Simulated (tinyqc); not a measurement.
What each parameter does: inversion layer as a triangular well, valleys of the Ge type.

Four ellipsoidal valleys (eight halves) with their long axes along <111>, mass ml along the axis and mt across it. For a valley whose axis makes the angle theta with the surface normal, 1/m_z = cos^2(theta)/ml + sin^2(theta)/mt sets the confinement; in the plane the masses are m_1 = mt and m_2 = ml mt/m_z, and m_d = sqrt(m_1 m_2). The Gamma and Delta valleys are left out; the heavy Delta valleys, about 0.18 eV up, can lie lowest under strong confinement.

The field is taken as constant, e F = 4 pi (e^2/4 pi eps0)(Nd + eta Ns)/eps, with 1e12/cm^2 = 1e-4/angstrom^2, and the oxide as a hard wall at z = 0; c = hbar^2/2m0.

Level j of a valley lies at E_j = a_j (c (e F)^2/m_z)^(1/3) above the band edge at the surface, with the Airy zeros a_j = 2.338107, 4.087949, 5.520560, 6.786708, 7.944134, 9.022651, 10.040174, 11.008524, 11.936016, 12.828777, and has <z> = 2 E_j/(3 e F).

Subband i holds n_i = g m_d/(2 pi c) kB T ln(1 + exp((EF - E_i)/kB T)) (spin included), and EF is fixed by sum n_i = Ns over the levels listed or, where none are listed, over j = 0 to 9 of each group; 1e12/cm^2 = 1e-4/angstrom^2.

Constants: hbar^2/2m0 = 3.80998211 eV angstrom^2; e^2/(4 pi eps0) = 14.39964547 eV angstrom; kB = 8.617333262e-05 eV/K.

Parameters, chosen for this exercise (near those of Ge; shifted at random, so the results belong to these values and not to a real crystal): ml = 1.585 m0 (longitudinal mass); mt = 0.082 m0 (transverse mass); eps = 15.9 (dielectric constant); Nd = 0.16 x 1e12/cm^2 (depletion charge); eta = 0.75 (share of Ns in the effective field); face = 100 (surface); Ns = 1.6 x 1e12/cm^2 (electron sheet density); T = 77 K (temperature).

Field, ladders and EF anew. Each row changes one parameter from the base and keeps the others.

Results:
```
case                   lowest E (eV)  EF (eV)  share of lowest (%)  <z> (angstrom)
base                          0.0991   0.0959                100.0           42.68
Ns = 3.2 x 1e12/cm^2          0.1511   0.1543                100.0           34.57
Nd = 0.32 x 1e12/cm^2         0.1067   0.1036                100.0           41.13
T = 37 K                      0.0991   0.1009                100.0           42.68
ml = 1.744 m0                 0.0990   0.0955                100.0           42.65
mt = 0.074 m0                 0.1025   0.0998                100.0           44.13
eps = 14.3                    0.1064   0.1032                100.0           41.20
```

The largest shifts from the base row, up to three for each result and ties (the steps differ in size, so this ranks the rows, not the parameters). lowest E (eV): Ns +0.0520, Nd +0.0076, eps +0.0073; unchanged at the printed digits by T. EF (eV): Ns +0.0584, Nd +0.0076, eps +0.0073. share of lowest (%): unchanged at the printed digits by Ns, Nd, T, ml, mt and eps. <z> (angstrom): Ns -8.11, Nd -1.55, eps -1.48; unchanged at the printed digits by T.

Run: tinyqc, `OMP_NUM_THREADS=1 python tinyqc.py 1281763 1281764 out.jsonl`; Intel(R) Xeon(R) Processor @ 2.30GHz, one thread, shared host; about 0.03 s of CPU time with all checks.
